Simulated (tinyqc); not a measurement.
# Sharing a fixed EOT between the layers

Without charge in the stack, a voltage of 1 V over an EOT of 4.1 nm gives F1 = (V/EOT)(3.9/e1) and F2 = F1 e1/e2; t2 = e2 (EOT/3.9 - t1/e1).

Values chosen for this exercise:
```
symbol,value,unit,meaning
e1,3.99,,relative permittivity of layer 1
e2,9.13,,relative permittivity of layer 2
```

Sharing a fixed EOT between the layers:

| t1 (nm) | t2 (nm) | physical thickness (nm) | drop over layer 1 (V) | drop over layer 2 (V) |
|---|---|---|---|---|
| 0 | 9.598 | 9.598 | 0 | 1.000 |
| 0.51 | 8.431 | 8.941 | 0.1216 | 0.8784 |
| 1.02 | 7.264 | 8.284 | 0.2432 | 0.7568 |
| 1.53 | 6.097 | 7.627 | 0.3648 | 0.6352 |
| 2.04 | 4.930 | 6.970 | 0.4863 | 0.5137 |
| 2.55 | 3.763 | 6.313 | 0.6079 | 0.3921 |
| 3.06 | 2.596 | 5.656 | 0.7295 | 0.2705 |
| 3.57 | 1.429 | 4.999 | 0.8511 | 0.1489 |

Each 0.1 nm of layer 1 costs 0.229 nm of layer 2, so the physical thickness falls from 9.60 to 5.00 nm. The fields do not change, 2.38 MV/cm in layer 1 and 1.04 MV/cm in layer 2, and layer 1 takes half of the voltage at t1 = 2.10 nm.

Program tinyqc, `OMP_NUM_THREADS=1 python tinyqc.py 2010036 2010037 out.jsonl`; Intel Xeon 2.30GHz, shared host, one thread, about 0.01 s.
